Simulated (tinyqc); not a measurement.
Hexagonal on-chip spiral inductor, lumped pi model: two steps of the calculation.

Outer diameter do = di + 2 n wd + 2 (n - 1) sp, mean da = (do + di)/2, fill p = (do - di)/(do + di), length l = 3.464 n da. L = 2.33 mu0 n^2 da/(1 + 3.82 p), mu0 = 4 pi 1e-7 H/m. Rs = rho l/(wd delta (1 - exp(-th/delta))), delta = sqrt(rho/(pi f mu0)). Cs = n wd^2 eps0 eo/hu across the coil. At each end Cox = l wd eps0 eo/(2 ho) leads to the substrate branch Rsi = 2 rs he/(l wd) in parallel with Csi = l wd eps0 11.7/(2 he). With one end grounded Y = 1/(Rs + i w L) + i w Cs + 1/[1/(i w Cox) + 1/(1/Rsi + i w Csi)], w = 2 pi f; Q = -Im Y/Re Y. Eddy currents in neighbouring turns and in the substrate are left out.

Parameters, values chosen for the exercise; values of the order met in silicon radio-frequency processes: number of turns n = 1.5; line width wd = 8 um; space between turns sp = 3 um; inner diameter di = 60 um; metal thickness th = 0.9 um; metal resistivity rho = 1.9 uohm cm; oxide below the coil ho = 4.7 um; oxide between coil and underpass hu = 1.5 um; relative permittivity of the oxide eo = 3.9; substrate resistivity rs = 100 ohm cm; effective spreading depth in the substrate he = 80 um; frequency f = 8.2 GHz.

Constants: eps0 = 8.8541878128e-12 F/m. Results are converted to the units shown.

Question 1. Geometry and model elements. do, l, L, delta, Rs, Cs, Cox, Rsi and Csi as defined.

Wanted: do; l; L; delta; Rs; Cs; Cox; Rsi; Csi.

Answer 1.

do = 87.000 um
l = 381.91 um
L = 0.28456 nH
delta = 0.76611 um
Rs = 1.7131 ohm
Cs = 2.2100 fF
Cox = 11.224 fF
Rsi = 52369 ohm
Csi = 1.9782 fF

Question 2. Admittance, quality factor and apparent inductance. Series branch 1/(Rs + i w L), substrate branch, total Y, Q = -Im Y/Re Y, apparent inductance Im(1/Y)/w, metal-only value w L/Rs, share of the loss in the substrate Re(substrate branch)/Re Y.

L = 0.28455737 nH
Rs = 1.7131015 ohm
Cs = 2.2100053 fF
Cox = 11.223594 fF
Rsi = 52368.908 ohm
Csi = 1.9781585 fF

Give: series branch; substrate branch; Y; Q; apparent inductance; w L/Rs; share of the loss in the substrate.

Answer 2.

series branch = 7.86-67.29i mS
substrate branch = 0.01379+0.08703i mS
Y = 7.88-67.09i mS
Q = 8.518
apparent inductance = 0.2854 nH
w L/Rs = 8.558
share of the loss in the substrate = 0.1751 %

Q is 99.5 % of the metal-only value.

Program tinyqc, `OMP_NUM_THREADS=1 python tinyqc.py 2302243 2302244 out.jsonl`; Intel Xeon 2.30GHz, shared host, one thread, about 0.01 s.
